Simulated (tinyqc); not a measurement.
What moves the results: shallow acceptor in the spherical four-band model. A value that a table varies takes the place of the one given here.

The ground state 1S3/2 has an L = 0 part f(r) and an L = 2 part g(r). In units of Ry* and a*, with Gaussians f_i = exp(-a_i r^2), g_i = r^2 exp(-a_i r^2), A = a_i + a_j and I(n) = Gamma((n + 1)/2)/(2 A^((n + 1)/2)): S_ff = I(2), S_gg = I(6), H_ff = (6 a_i a_j/A) I(2) - 2 I(1), H_gg = (14 a_i a_j/A) I(6) - 2 I(5), H_fg = -mu [15 I(2) - 20 a_j I(4) + 4 a_j^2 I(6)]; each function is then normalised. The split-off band is left out.

Converged values use 22 exponents 2.2^i, i = -7 to 14, for f and for g.

Units Ry* = Ry/(g1 eps^2) and a* = a0 eps g1; mu = (6 g3 + 4 g2)/(5 g1) is the spherical heavy-light coupling and delta = (g3 - g2)/g1 the cubic term, which is left out.

Constants: Ry = 13.60569312 eV; a0 (Bohr radius) = 0.5291772105 angstrom.

Inputs chosen for the exercise (near those of a shallow acceptor in AlAs; the results hold for these values, not for the real material): mus = (0.12, 0.35, 0.43, 0.64, 0.78, 0.86, 0.88) (couplings); rc = 2 angstrom (radius of the central cell); Vs = (2, 0, -0.5, -1.5, -2.5, -3.5) eV (central-cell strengths); g1 = 3.75 (Luttinger gamma1); g2 = 0.82 (gamma2); g3 = 1.42 (gamma3); eps = 10.1 (dielectric constant).

## Strength of the heavy-light coupling

Ry* = 35.5670 meV

Converged values in Ry* and a*; the heavy-mass hydrogen model gives 1/(1 - mu).

Results:
```
mu    binding (Ry*)  1/(1 - mu)  ratio  L = 2 weight  <r> (a*)  binding (meV)
0.12          1.013       1.136  0.892         0.006     1.484           36.0
0.35          1.125       1.538  0.731         0.053     1.358           40.0
0.43          1.203       1.754  0.686         0.080     1.282           42.8
0.64          1.620       2.778  0.583         0.184     0.988           57.6
0.78          2.382       4.545  0.524         0.282     0.696           84.7
0.86          3.517       7.143  0.492         0.350     0.484          125.1
0.88          4.038       8.333  0.485         0.369     0.425          143.6
```

The binding starts as 1 + O(mu^2), 1.013 at mu = 0.12, since the coupling enters in second order, and reaches 4.04 at mu = 0.88. The ratio to the heavy-mass model falls from 0.89 to 0.48, towards about 0.44 as mu goes to 1: the bound hole is only partly heavy. The L = 2 weight grows to 0.37 and the radius shrinks by a factor 3.5.

## Central-cell correction

mu = 0.62933
a* = 20.043 angstrom

A short-range term V exp(-r^2/rc^2) is added (negative: attracts the hole); its elements are V S (A/(A + 1/rc^2))^(3/2) for f and ^(7/2) for g, in the same units.

Results:
```
V (eV)  1S binding (meV)  2S binding (meV)  <r> (angstrom)  L = 2 weight
2.0                 49.1             15.16            23.1         0.172
0.0                 56.4             16.14            20.2         0.178
-0.5                59.5             16.53            19.2         0.180
-1.5                69.1             17.59            16.6         0.184
-2.5                87.1             19.19            13.6         0.190
-3.5               121.6             21.42            10.4         0.194
```

From V = 0 to -3.5 eV the 1S binding grows by 65.2 meV (116 %) and the 2S binding by 5.27 meV, so the chemical shift sits mainly in the ground state. A repulsion of 2 eV removes 7.3 meV. The slope is 34.56 meV per eV over the last step against 3.64 on the repulsive side, since attraction pulls the state into the cell: the route from a shallow to a deep level.

## What each parameter does

Converged values. Each row changes one parameter from the base and keeps the others.

Results:
```
case          mu  Ry* (meV)  binding (meV)  <r> (angstrom)
base       0.629      35.57          56.41            20.2
g1 = 4.05  0.583      32.93          48.08            23.4
g2 = 0.7   0.604      35.57          53.80            21.0
g3 = 1.31  0.594      35.57          52.92            21.3
eps = 9.3  0.629      41.95          66.53            18.6
```

The largest shifts from the base row, up to three for each result and ties (the steps differ in size, so this ranks the rows, not the parameters). mu: g1 -0.047, g3 -0.035, g2 -0.026; unchanged at the printed digits by eps. Ry* (meV): eps +6.38, g1 -2.63; unchanged at the printed digits by g2 and g3. binding (meV): eps +10.12, g1 -8.33, g3 -3.49. <r> (angstrom): g1 +3.3, eps -1.6, g3 +1.2. g1 acts twice: it lowers Ry* and it lowers mu.

Program tinyqc; command `OMP_NUM_THREADS=1 python tinyqc.py 1282644 1282645 out.jsonl`; about 0.04 s on one thread of a shared Intel(R) Xeon(R) Processor @ 2.30GHz.
